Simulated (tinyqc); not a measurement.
Oxidation of curved silicon (wires and holes): cylindrical Deal-Grove kinetics with stress-retarded reaction: one step, computed by the program tinyqc. Command: `OMP_NUM_THREADS=1 python tinyqc.py 3013940 3013941 out.jsonl wireox walk`. One thread of a shared host (Intel(R) Xeon(R) Processor @ 2.30GHz), about 0.01 s of CPU time with the checks.

Silicon fills r < a and oxide a < r < b. One volume of silicon gives 2.25 volumes of oxide, and the length is fixed.

Task: Rate at the start. Geometry: b^2 = b0^2 + 1.25 (a0^2 - a^2), b0 = a0 + x_i. Rate of oxide made per interface area: q = 1/[1/k + 2 a |ln(b/a)|/B], and |da/dt| = q/2.25. Reaction k = (B/A) exp(-sigma V_k/(k_B T)). New oxide pushes the old with radial speed u = 1.25 |da/dt| at r = a; the shear stress at radius r is s_c asinh(z a^2/r^2), z = 2 eta u/(a s_c) (Eyring flow), and the compressive normal stress at the interface is sigma = |int_a^b 2 s/r dr| = s_c |F(z) - F(z a^2/b^2)|, F(y) = int_0^y asinh(w)/w dw. q and sigma are solved together. 1 MPa angstrom^3 = 6.241509e-6 eV.

Inputs (values chosen for the exercise, close to those used for silicon in steam):
```
quantity                    value        unit
starting silicon radius a0     21          nm
starting oxide x_i              3          nm
critical shear stress s_c      96         MPa
activation volume V_k          10  angstrom^3
temperature T                 800           C
```

Shape: wire (convex).

B = 94817.41 nm^2/h

B/A = 36.53167 nm/h

low-stress viscosity eta = 1.134744e+18 Pa s

k_B T = 0.09247691 eV

Give: oxide radius b0; rate q without stress; normal stress sigma; factor on the reaction; rate q with stress.

Result:

oxide radius b0 = 24 nm

rate q without stress = 36.45 nm/h

normal stress sigma = 408.8 MPa

factor on the reaction = 0.7589

rate q with stress = 27.68 nm/h
